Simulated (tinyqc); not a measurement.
Shrinking the mesa: defect, radiative and Auger recombination at equal electron and hole densities (ABC model).

J/(e d) = Ae n + B n^2 + C n^3 with Ae = A + 4 S/w (four side walls, carriers spread evenly), e = 1.602176634e-19 C, lengths in cm; internal efficiency IQE = B n^2/(Ae n + B n^2 + C n^3); all injected carriers recombine in the layer.

Inputs chosen for the exercise (orders of magnitude like those quoted for GaAs; not measured data):
- A = 24000000 1/s (defect rate)
- B = 1.1e-10 cm^3/s (radiative coefficient)
- C = 9.8e-31 cm^6/s (Auger coefficient)
- d = 65 nm (active thickness)
- S2 = 34000 cm/s (recombination velocity of the side walls in this comparison)
- J = 37000 A/cm^2 (current density)

S = S2; w takes the values listed.

Results:
```
w (micrometre)  Ae (1/s)  IQE_max  J at the peak (A/cm^2)  IQE at J
200             3.08e+07    0.909                3.96e+03     0.858
100             3.76e+07    0.901                4.88e+03     0.856
50              5.12e+07    0.886                6.76e+03     0.851
10              1.60e+08    0.815                2.30e+04     0.810
5               2.96e+08    0.764                4.53e+04     0.763
2               7.04e+08    0.677                1.22e+05     0.635
1               1.38e+09    0.599                2.70e+05     0.469
```

Give the missing row, w (micrometre) = 20.

Computed row:
```
w (micrometre)  Ae (1/s)  IQE_max  J at the peak (A/cm^2)  IQE at J
20              9.20e+07    0.853                1.26e+04     0.835
```

The walls equal the bulk defect rate at w = 4 S/A = 56.7 micrometre. From 200 to 1 micrometre the peak efficiency falls from 0.909 to 0.599 and moves to a current 68.2 times higher; at the fixed J the efficiency goes from 0.858 to 0.469. For large w diffusion to the walls, left out here, would limit the loss.

Computed by tinyqc, a small Python program: `OMP_NUM_THREADS=1 python tinyqc.py 1680758 1680759 out.jsonl` (the numbers bound the seed that draws the inputs); one thread of a shared host (Intel(R) Xeon(R) Processor @ 2.30GHz), about 0.01 s for the whole set of steps.
